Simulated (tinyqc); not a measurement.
Inside a calculation. Method: plane-wave Kohn-Sham cycle with exchange-only LDA in a layered model solid. One step of it, computed by the program tinyqc.

Task: Iteration 1: potential. V_H(G) = 4 pi rho(G)/G^2 for G != 0 (uniform background); v_x = -(3 rho/pi)^(1/3); V = V_ext + V_H + v_x; Fourier components f(G_m) = (1/N) sum_j f(x_j) exp(-i G_m x_j).

A solid whose potential varies along x alone (atomic units):
```
parameter,value
period a,11.000000
cross-section of the cell,26.000000
electrons per cell,2
grid points,16
"plane waves -n..n, n",3
k points,3
V1 in V1 cos(2 pi x/a),-0.580000
```

density at the start, on the grid x_j = j a/N (e/bohr^3): 0.00699301  0.00699301  0.00699301  0.00699301  0.00699301  0.00699301  0.00699301  0.00699301  0.00699301  0.00699301  0.00699301  0.00699301  0.00699301  0.00699301  0.00699301  0.00699301

Give: Potentials on the grid; V(G_m), m = 0, 1, 2, ....

Result:

Potentials on the grid (hartree):
```
x,V_ext,V_H,v_x,V
0.000,-0.580,0.000,-0.188,-0.768
0.688,-0.536,0.000,-0.188,-0.724
1.375,-0.410,0.000,-0.188,-0.598
2.062,-0.222,0.000,-0.188,-0.410
2.750,0,0.000,-0.188,-0.188
3.438,0.222,0.000,-0.188,0.034
4.125,0.410,0.000,-0.188,0.222
4.812,0.536,0.000,-0.188,0.348
5.500,0.580,0.000,-0.188,0.392
6.188,0.536,0.000,-0.188,0.348
6.875,0.410,0.000,-0.188,0.222
7.562,0.222,0.000,-0.188,0.034
8.250,0,0.000,-0.188,-0.188
8.938,-0.222,0.000,-0.188,-0.410
9.625,-0.410,0.000,-0.188,-0.598
10.312,-0.536,0.000,-0.188,-0.724
```

V(G_m), m = 0, 1, 2, ... (hartree): -0.188  -0.290  0.000  0.000  0.000  0.000  0.000
